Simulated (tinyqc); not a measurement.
Worked calculation: plane-wave Kohn-Sham cycle with exchange-only LDA in a layered model solid. One step of it, computed by the program tinyqc.

Question. Iteration 2: potential. V_H(G) = 4 pi rho(G)/G^2 for G != 0 (uniform background); v_x = -(3 rho/pi)^(1/3); V = V_ext + V_H + v_x; Fourier components f(G_m) = (1/N) sum_j f(x_j) exp(-i G_m x_j).

A solid whose potential varies along x alone (atomic units):
```
parameter                      value
period a                   13.000000
cross-section of the cell  16.000000
electrons per cell                 2
grid points                       16
plane waves -n..n, n               2
k points                           3
V1 in V1 cos(2 pi x/a)     -0.780000
V2 in V2 cos(4 pi x/a)     -0.230000
```

density after iteration 1 (e/bohr^3): 0.01688344  0.01396866  0.00860523  0.00615329  0.00723562  0.00882259  0.00936775  0.00951699  0.00962243  0.00951699  0.00936775  0.00882259  0.00723562  0.00615329  0.00860523  0.01396866

Give: Potentials on the grid; V(G_m), m = 0, 1, 2, ....

Answer.

Potentials on the grid (hartree):
```
x          V_ext      V_H      v_x        V
0.0000   -1.0100   0.1382  -0.2526  -1.1244
0.8125   -0.8833   0.1102  -0.2372  -1.0102
1.6250   -0.5515   0.0479  -0.2018  -0.7055
2.4375   -0.1359  -0.0083  -0.1805  -0.3246
3.2500    0.2300  -0.0383  -0.1905   0.0012
4.0625    0.4611  -0.0489  -0.2035   0.2087
4.8750    0.5515  -0.0521  -0.2076   0.2919
5.6875    0.5580  -0.0530  -0.2087   0.2963
6.5000    0.5500  -0.0530  -0.2095   0.2875
7.3125    0.5580  -0.0530  -0.2087   0.2963
8.1250    0.5515  -0.0521  -0.2076   0.2919
8.9375    0.4611  -0.0489  -0.2035   0.2087
9.7500    0.2300  -0.0383  -0.1905   0.0012
10.5625  -0.1359  -0.0083  -0.1805  -0.3246
11.3750  -0.5515   0.0479  -0.2018  -0.7055
12.1875  -0.8833   0.1102  -0.2372  -1.0102
```

V(G_m), m = 0, 1, 2, ... (hartree): -0.2076  -0.3528  -0.1053  -0.0010  -0.0005
